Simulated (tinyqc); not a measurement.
# Worked calculation: capacitance measurement on a leaky thin oxide: effects of series resistance and leakage

Numbers from tinyqc (`OMP_NUM_THREADS=1 python tinyqc.py 2022115 2022116 out.jsonl`; about 0.01 s on one thread of a shared Intel Xeon 2.30GHz). Printed values are rounded.

The device is a capacitance C in parallel with a leakage conductance G, in series with Rs and Ls. An impedance meter reports either a parallel pair (Cp, Gp) from Y = 1/Z = Gp + i w Cp or a series pair (Cs, Rm) from Z = Rm + 1/(i w Cs); w = 2 pi f, dissipation D = Gp/(w |Cp|).

Inputs (values chosen for the exercise); values of the order met in thin-oxide MOS capacitors: relative permittivity of the gate insulator (close to hafnium oxide) eox = 22.5; insulator thickness tox = 8.7 nm; gate area A = 400 um^2; oxide-equivalent thickness added by the accumulation layer zc = 0.32 nm; oxide-equivalent thickness added by gate depletion zp = 0.19 nm; gate leakage current density, not matched to the thickness Jg = 2 A/cm^2; voltage for an e-fold rise of the leakage Vs = 0.39 V; series resistance Rs = 150 ohm; series inductance Ls = 0 nH; measuring frequency f = 2e5 Hz.

Constants: eps0 = 8.8541878128e-14 F/cm where lengths are in cm. Results are converted to the units shown.

## True capacitance and conductance

EOT = 3.9 tox/eox; CET = EOT + zc + zp; C = 3.9 eps0 A/CET; G = Jg A/Vs.

EOT = 1.508 nm
CET = 2.018 nm
C = 6.84466 pF
G = 20.5128 uS

## What the meter reports

Z = Rs + i w Ls + 1/(G + i w C).

Z = (4.16104-1.73848i) x 1e4 ohm
Cp = 6.80273 pF
Gp = 20.4609 uS
Cs = 45.7742 pF
D = 2.39349

Cp is 0.61 % below C and Cs is 6.69 times it; G Rs = 0.00308, w C Rs = 0.00129 and G/(w C) = 2.38.
